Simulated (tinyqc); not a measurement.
Reflectance at normal incidence against thickness.

Normal incidence on air, film (n1) and substrate (N2 = n2 - i k2): r01 = (1 - n1)/(1 + n1), r12 = (n1 - N2)/(n1 + N2), amplitude (r01 + r12 X)/(1 + r01 r12 X), X = exp(-4 pi i n1 d/lam), R its squared modulus, phase from 0 to 360 degrees.

Inputs (values chosen for the exercise): wavelength lam = 546.1 nm; index of the transparent film n1 = 1.464; index of the substrate n2 = 4.086; extinction coefficient of the substrate k2 = 0.031.

Results:
```
d (nm)  R (%)  phase of the reflected amplitude (degrees)
0       36.82                                       179.8
24      33.70                                       149.6
48      24.97                                       114.2
71      14.56                                       67.18
119     16.16                                       283.5
142     26.67                                       239.4
166     34.61                                       205.3
190     36.75                                       175.5
```

Estimate the missing row, d = 95 nm.

Computed row:
```
d (nm)  R (%)  phase of the reflected amplitude (degrees)
95      9.769                                       353.4
```

With this row back in the table: R goes from 36.8 through a minimum of 9.77 (at d = 95 nm among the rows listed) to 36.7 %. At a quarter wave, d = 93.3 nm, R = 9.73 %; for a transparent substrate it would vanish for n1 = sqrt(n2) = 2.02.

tinyqc, about 0.01 s, one thread, Intel Xeon 2.30GHz (shared host): `OMP_NUM_THREADS=1 python tinyqc.py 2870104 2870105 out.jsonl`
